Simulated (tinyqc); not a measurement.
Stark shift: graded (staircase) quantum well by finite differences.

Finite differences on points z_i at the centres of cells of width h: H_ii = (c/h^2)(1/m_(i-1/2) + 1/m_(i+1/2)) + V_i, H_(i,i+1) = -(c/h^2)/m_(i+1/2), where m_(i+1/2) is the mean of the masses at the two points (the end values are repeated outwards), psi = 0 on the points beyond both ends, c = hbar^2/2m0. The field adds e F (z - z0) with z0 the middle of the structure; 1 kV/cm = 1e-5 eV/angstrom.

Constants: hbar^2/2m0 = 3.80998211 eV angstrom^2.

Parameters, chosen for this exercise (out of a larger set: near those of a non-polar GaN well in AlGaN; not measured data):
```
symbol  value                                                                                                                                unit      meaning
layers  ((18, 0.495, 0.24), (6, 0.22, 0.2167), (6, 0.055, 0.2027), (6, 0, 0.198), (6, 0.055, 0.2027), (6, 0.22, 0.2167), (18, 0.495, 0.24))            each layer: thickness in angstrom, band edge in eV, mass in m0
hf      0.375                                                                                                                                angstrom  cell width of the fine grid
Fs      (0, 66.7, 133, 200, 267, 333, 400)                                                                                                   kV/cm     fields
```

Fine grid. Perturbation theory: dE1 = e F z_11 - beta (e F)^2 with beta = sum_j z_1j^2/(E_j - E_1) over the 13 next levels at zero field, z from z0.

Levels against field:
```
F (kV/cm)  E1 (eV)  E2 (eV)  dE1 (meV)  second order (meV)  <z - z0> (angstrom)  E2 - E1 (meV)
0           0.1659   0.4777       0.00                0.00                  0.0          311.8
66.7        0.1658   0.4775      -0.08               -0.08                 -0.3          311.7
133         0.1656   0.4770      -0.33               -0.33                 -0.5          311.4
200         0.1651   0.4761      -0.76               -0.76                 -0.8          311.0
267         0.1645   0.4749      -1.35               -1.35                 -1.0          310.3
333         0.1638   0.4733      -2.10               -2.09                 -1.3          309.5
400         0.1629   0.4714      -3.03               -3.02                 -1.5          308.5
```

z_11 = 0.00 angstrom
beta = 188.8 angstrom^2/eV

At zero field the state is centred, so the shift starts as F^2; it turns linear only if the state is pulled to one side. At 400 kV/cm E1 has moved by -3.03 meV, where second order gives -3.02 meV; they differ by 0.3 % there. The electron moves by -1.5 angstrom, against the rise of the potential. From 66.7 kV/cm on E2 lies above the lowest point of the outer barrier, so it is a resonance or a state of the finite grid, held or pushed up by its ends. E2 - E1 shrinks with the field; the ends are 311.8 and 308.5 meV.

(tinyqc, `OMP_NUM_THREADS=1 python tinyqc.py 1252742 1252743 out.jsonl`, Intel(R) Xeon(R) Processor @ 2.30GHz, 1 thread, shared host, about 0.01 s.)
